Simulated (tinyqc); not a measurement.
Inside a calculation. Model: Tersoff bond-order potential. Computed by tinyqc, a small Python program that keeps every step. Command: `OMP_NUM_THREADS=1 python tinyqc.py 3027894 3027895 out.jsonl tersoff walk`. One thread of a shared host (Intel(R) Xeon(R) Processor @ 2.30GHz), about 0.01 s of CPU time with the checks. Intermediate numbers are printed to about 7 digits and carried at full precision; extremes and crossings named in words are read from the listed rows.

E = (1/2) sum_(i, j != i) [A exp(-lambda r_ij) - b_ij B exp(-mu r_ij)], b_ij = (1 + (beta zeta_ij)^n)^(-1/(2n)), zeta_ij = sum_(k != i, j) g(theta_ijk), g = 1 + c^2/d^2 - c^2/(d^2 + (h - cos theta)^2), with theta at atom i. Only nearest neighbours count (cut-off function 1 for them, 0 beyond).

Inputs (values chosen for the exercise, modelled on silicon):
```
quantity                 value        unit
A                       1815.4          eV
B                       477.82          eV
lambda                  2.4799  1/angstrom
mu                      1.7322  1/angstrom
beta                   1.1e-06           -
n                       0.7906           -
c                       102600           -
d                        16.31           -
h                      -0.5813           -
bond length r_12          2.38    angstrom
bond length r_13          2.43    angstrom
angle theta at atom 1      126     degrees
```

Constants: 1 eV/angstrom^3 = 160.2176634 GPa.

## An open trimer

Atom 1 binds atoms 2 and 3, which do not interact. b_12 = b_13 follow from zeta = g(theta); b_21 = b_31 = 1. E = sum over the two bonds of A exp(-lambda r) - (b + 1)/2 B exp(-mu r).

g(theta) = 7.256516

bond order b_12 = 0.9999410

repulsive terms (eV): 4.962448  4.383748

attractive terms B exp(-mu r) (eV): 7.741520  7.099243

energy of the trimer = -5.494129 eV

g is least (g = 1) at cos theta = h, 125.5 degrees, wider than the tetrahedral 109.47.

## The diamond lattice

zeta = 3 g(cos theta = -1/3). With z equal bonds of order b, r = ln(lambda A/(mu b B))/(lambda - mu) and E per atom = -(z/2) b B exp(-mu r)(1 - mu/lambda). a0 = 4 r/sqrt3; B0 = phi''(r)/(3 a0) with phi'' = mu (lambda - mu) b B exp(-mu r), since b does not change under uniform scaling.

zeta = 27436.83

bond order b = 0.9622037

bond length = 2.316681 angstrom

energy per atom of the diamond lattice = -5.012458 eV

lattice constant a0 = 5.350145 angstrom

bulk modulus B0 = 107.4674 GPa

## Elastic constants of the diamond lattice

Second derivatives of the energy per atom, volume V = a0^3/8: e_xx gives C11; e_xx = -e_yy gives 2 (C11 - C12); e_xy = e_yx = s/2 with a sublattice shift u_z gives C44 = (E_ss - E_su^2/E_uu)/V and Kleinman's parameter |E_su/E_uu|/(a0/4).

C11 = 160.2394 GPa

C12 = 81.08133 GPa

C44 = 78.72458 GPa

Kleinman's parameter = 0.6525632

## Unrelaxed vacancy

Each of the four neighbours loses one bond; its three other bonds now have zeta = 2 g, for the direction that starts at it. E_v = -E + 12 x (1/2)(b(3g) - b(2g)) B exp(-mu r), where -E is the pair-like cost.

b(2g) = 0.9722001

unrelaxed vacancy energy E_v = 4.494308 eV

Stronger back bonds return 0.518 eV, so E_v is 90 % of the cohesive energy.

## Energy against coordination

Angles seen from one bond (cos theta: count): chain -1: 1; graphitic -1/2: 2; diamond -1/3: 3; square net 0: 2, -1: 1; simple cubic 0: 4, -1: 1; bcc 1/3: 3, -1/3: 3, -1: 1; fcc 1/2: 4, 0: 2, -1/2: 4, -1: 1.

Relaxed structures:
```
structure      z          zeta         b  r (angstrom)  E per atom (eV)  E per bond (eV)
dimer          1             0  1.000000      2.265150        -1.423931        -2.847863
chain          2  2.606246e+04  0.963638      2.314688        -2.518645        -2.518645
graphitic      3  1.968433e+03  0.995083      2.271743        -4.202524        -2.801683
diamond        4  2.743683e+04  0.962204      2.316681        -5.012458        -2.506229
square net     4  1.264701e+05  0.886309      2.426566        -3.816839        -1.908419
simple cubic   6  2.268778e+05  0.833490      2.508743        -4.669706        -1.556569
bcc            8  4.256630e+05  0.758280      2.635222        -4.549983        -1.137496
fcc           12  8.230814e+05  0.660995      2.818860        -4.328344        -0.721391
```

The lowest are diamond, simple cubic and bcc, the first two 0.343 eV apart. The bond order falls from 1 to 0.661 and the bond weakens from -2.85 to -0.72 eV, as b^(lambda/(lambda - mu)) with exponent 3.32. With the same z = 4 the square net lies 1.20 eV above diamond, from its angles alone. Caution: in bcc and other dense structures second neighbours can fall inside the usual cut-off; they are left out here.

Checks made by the program: (C11 + 2 C12)/3 against B0 (relative difference 5e-08).
